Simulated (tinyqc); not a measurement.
Inside a calculation. Model: a particle near a wafer in liquid: double-layer and van der Waals forces (DLVO), deposition barrier and removal. Computed by tinyqc, a small Python program that keeps every step. Command: `OMP_NUM_THREADS=1 python tinyqc.py 3114211 3114212 out.jsonl dlvo walk`. One thread of a shared host (Intel(R) Xeon(R) Processor @ 2.30GHz), about 0.01 s of CPU time with the checks. Intermediate numbers are printed to about 5 digits and carried at full precision; extremes and crossings named in words are read from the listed rows.

Sphere and flat wall, Derjaguin approximation, constant potentials in the linear-superposition form, no retardation and no hydration force.

Inputs (values chosen for the exercise, of the order of those for silica on silicon in water):

| quantity | value | unit |
|---|---|---|
| particle radius R | 490 | nm |
| Hamaker constant A | 1.3e-20 | J |
| potential of the particle psi_1 | 41 | mV |
| potential of the wafer psi_2 | -19 | mV |
| salt concentration c | 0.00088 | mol/L |
| valence z of the symmetric salt | 1 | - |
| temperature T | 323 | K |
| dielectric constant of the liquid | 69.9 | - |
| gap h | 2.1 | nm |
| contact distance h0 | 0.4 | nm |
| contact radius over R | 0.08 | - |
| viscosity | 0.56 | mPa s |

Constants: e = 1.602176634e-19 C; N_A = 6.02214076e+23 1/mol; eps_0 = 8.8541878128e-12 F/m; k_B = 1.380649e-23 J/K; k_B = 8.617333262e-05 eV/K.

## Screening

kappa^2 = 2 z^2 e^2 N_A (1000 c)/(eps eps_0 k_B T); gamma_i = tanh(z e psi_i/(4 k_B T)); Z = 64 pi eps eps_0 (k_B T/(z e))^2 gamma_1 gamma_2.

kappa = 0.099286 1/nm

Debye length = 10.072 nm

gamma_1 = 0.35246

gamma_2 = -0.16902

Z = -5.7432 pN

kappa R = 48.650

Opposite signs: the double layers attract.

## Energy and force at one gap

U(h) = Z R exp(-kappa h) - A R/(6 h); F(h) = -dU/dh = kappa Z R exp(-kappa h) - A R/(6 h^2), positive for repulsion.

double-layer energy = -512.29 k_B T

van der Waals energy = -113.37 k_B T

U(h) = -625.65 k_B T

F(h) = -467.56 pN

Caution: for kappa h below 1 linear superposition is only rough, and charge regulation matters.

## The curve

The formulas are those given above.

Against the gap:

| h (nm) | kappa h | U (k_B T) | F (pN) |
|---|---|---|---|
| 0.4 | 0.0397 | -1201.6 | -6.9039e+03 |
| 0.6 | 0.0596 | -991.3 | -3.2123e+03 |
| 1.0 | 0.0993 | -809.5 | -1.3147e+03 |
| 1.5 | 0.1489 | -702.4 | -7.1260e+02 |
| 2.5 | 0.2482 | -587.6 | -3.8786e+02 |
| 4.0 | 0.3971 | -483.7 | -2.5418e+02 |
| 7.0 | 0.6950 | -349.0 | -1.6111e+02 |
| 12.0 | 1.1914 | -211.5 | -9.2252e+01 |
| 20.0 | 1.9857 | -98.5 | -4.1012e+01 |
| 40.0 | 3.9714 | -17.8 | -5.9294e+00 |

Caution: in rows with kappa h below 1 linear superposition is only rough.

## Removing an attached particle

Adhesion F_a = A R/(6 h0^2) [1 + a^2/(R h0)] - kappa Z R exp(-kappa h0), a the contact radius. Drag in a shear flow F_d = 1.7 x 6 pi mu R^2 G, acting at 1.4 R; rolling starts when 1.4 R F_d = a F_a. Wall shear stress = mu G.

van der Waals adhesion = 58657 pN

net adhesion F_a = 58926 pN

wall shear stress for rolling = 437.65 Pa

shear rate G = 7.8151e+05 1/s

Checks made by the program: force against a difference of U (relative difference below 1e-10).
